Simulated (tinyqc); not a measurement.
# Band bending at a free surface with one surface level, surface photovoltage and Kelvin probe, step by step

Numbers from tinyqc (`OMP_NUM_THREADS=1 python tinyqc.py 2430084 2430085 out.jsonl`; about 0.01 s on one thread of a shared Intel Xeon 2.30GHz). Printed values are rounded.

n-type bulk, xi = Ec - EF = Vt ln(Nc/Nd), p0 = ni^2/Nd, ni = sqrt(Nc Nv) exp(-Eg/(2 Vt)), Eg in volts. b is the upward band bending, u = b/Vt. Space charge per area, in units of q: Qc = sign(b) sqrt((2 eps0 eps_r Vt/q) [(Nd + dn)(exp(-u) - 1) + Nd u + (p0 + dn)(exp(u) - 1)]), with dn the excess density under light (flat quasi-Fermi levels; 0 in the dark). The level holds -Ns f, f = 1/(1 + exp((xi + b - Es)/Vt)). Neutrality: Qc + Qf + (charge of the states) = 0.

Inputs (values chosen for the exercise); band and dielectric values close to those of germanium: temperature T = 300 K; band gap Eg = 0.66 eV; relative permittivity eps_r = 15.7; conduction-band density of states at T Nc = 1.06e19 cm^-3; valence-band density of states at T Nv = 6.01e18 cm^-3; electron affinity chi = 3.97 eV; donor density Nd = 6.7e17 cm^-3; fixed positive charge at the surface Qf = 2.7e10 cm^-2; work function of the probe tip pt = 4.91 eV; density of an acceptor-like surface level Ns = 4.9e12 cm^-2; its depth below the conduction edge Es = 0.29 eV; excess carrier density under light dn = 1.1e16 cm^-3.

Constants: q = 1.602176634e-19 C, kB = 1.380649e-23 J/K, Vt = kB T/q, eps0 = 8.8541878128e-14 F/cm where lengths are in cm. Results are converted to the units shown.

## Bulk quantities

xi, ni, p0, the Debye length sqrt(eps0 eps_r Vt/(q Nd)) and the flat-band work function chi + xi.

xi = 0.07138594 eV
ni = 2.282097e13 cm^-3
p0 = 7.773087e8 cm^-3
Debye length = 5.786003 nm
chi + xi = 4.041386 eV

## Charges against band bending

b, point 0 to 6 (V): [0.071, 0.119, 0.166, 0.214, 0.261, 0.309, 0.356]

Evaluate Qc, the surface charge Qf - Ns f and their sum in the dark; the root lies where the sum changes sign.

Qc, point 0 to 6 (cm^-2): [7.376919e11, 1.042104e12, 1.276674e12, 1.479037e12, 1.653460e12, 1.814395e12, 1.959271e12]
surface charge, point 0 to 6 (cm^-2): [-4.856821e12, -4.771226e12, -4.306775e12, -2.641059e12, -7.693712e11, -1.171489e11, 3.007137e9]
sum, point 0 to 6 (cm^-2): [-4.119129e12, -3.729121e12, -3.030101e12, -1.162022e12, 8.840888e11, 1.697246e12, 1.962279e12]

The sum rises steadily with b, so there is one root; bisection gives b = 0.23744 V.

## Work function and Kelvin-probe reading

converged b = 0.2374383 V

Work function chi + xi + b; contact potential difference CPD = (work function of the sample) - pt. Depth of EF below Ec at the surface: xi + b. Depletion width Qc/Nd.

xi + b = 0.3088242 eV
Qc = 1.568441e12 cm^-2
Qc/Nd = 23.40957 nm
work function = 4.278824 eV
CPD = -631.1758 mV

The level is 32.6 % filled: the Fermi level is pinned at it.

## Surface photovoltage

Under chopped light the surface charge keeps its dark value, so b falls to bL with Qc(bL, dn) = Qc(b, 0); the photovoltage is b - bL. Qc rises with b, so bL follows by bisection.

bL = 0.1405790 V
photovoltage = 96.85925 mV
share of b removed = 40.79345 %
excess holes at the surface, dn exp(bL/Vt) = 2.529392e18 cm^-3
